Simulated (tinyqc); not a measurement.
Jacobi rotations on a symmetric matrix, step by step. Computed by tinyqc, a small Python program that keeps every step. Settings: method = jacobi. Command: `OMP_NUM_THREADS=1 python tinyqc.py 23755 23756 out.jsonl` (the two numbers bound the seeds that draw the settings). One thread of a shared host (Intel(R) Xeon(R) Processor @ 2.60GHz), about 0.01 s of CPU time with the checks.

## Jacobi rotation 1

A, lower triangle:
```
           1          2         3          4         5
1   0.114000
2  -0.067000   0.335000
3  -0.014000  -0.197000  1.603000
4  -0.091000   0.183000  0.031000   2.609000
5   0.257000   0.053000  0.002000  -0.159000  2.764000
```

Take the largest off-diagonal element A_pq; tan 2 theta = 2 A_pq / (A_qq - A_pp) with |theta| <= pi/4; A' = J^T A J with J_pp = J_qq = cos, J_pq = sin, J_qp = -sin.

p, q, theta (rad): 1.000000  5.000000  0.095792

A', lower triangle:
```
           1          2         3          4         5
1   0.089306
2  -0.071762   0.335000
3  -0.014127  -0.197000  1.603000
4  -0.075375   0.183000  0.031000   2.609000
5   0.000000   0.046349  0.000652  -0.166975  2.788694
```

## Jacobi rotation 2

As before.

p, q, theta (rad): 2.000000  3.000000  -0.150634

A', lower triangle:
```
           1         2          3          4         5
1   0.089306
2  -0.073069  0.305099
3  -0.003198  0.000000   1.632901
4  -0.075375  0.185580   0.003187   2.609000
5   0.000000  0.045922  -0.006311  -0.166975  2.788694
```

## All rotations

The off-diagonal norm falls at every rotation.

Rotations:
```
step    p    q      theta  off-diagonal norm
1       1    5   0.095792           4.78e-01
2       2    3  -0.150634           3.89e-01
3       2    4   0.079864           2.87e-01
4       4    5  -0.551047           1.71e-01
5       1    4  -0.028304           1.40e-01
6       1    2  -0.288120           1.05e-01
7       1    5   0.019464           7.00e-02
8       2    5   0.014037           4.77e-02
9       2    4   0.014198           1.72e-02
10      1    4   0.003796           1.11e-02
11      3    5  -0.005638           4.69e-03
...   ...  ...        ...                ...
14      2    3   0.000587           1.09e-03
15      4    5  -0.001574           7.22e-04
16      3    4  -0.000571           1.53e-05
17      1    5   3.29e-06           7.91e-06
18      2    5   1.46e-06           5.84e-06
19      2    4  -1.29e-06           4.19e-06
20      1    3   1.71e-06           1.78e-06
21      1    4  -3.99e-07           1.11e-06
22      3    5   6.27e-07           3.30e-09
23      2    3  -1.24e-09           2.34e-09
24      1    2  -6.57e-09           6.47e-10
```

eigenvalues: 0.066703  0.308830  1.632867  2.526252  2.890348
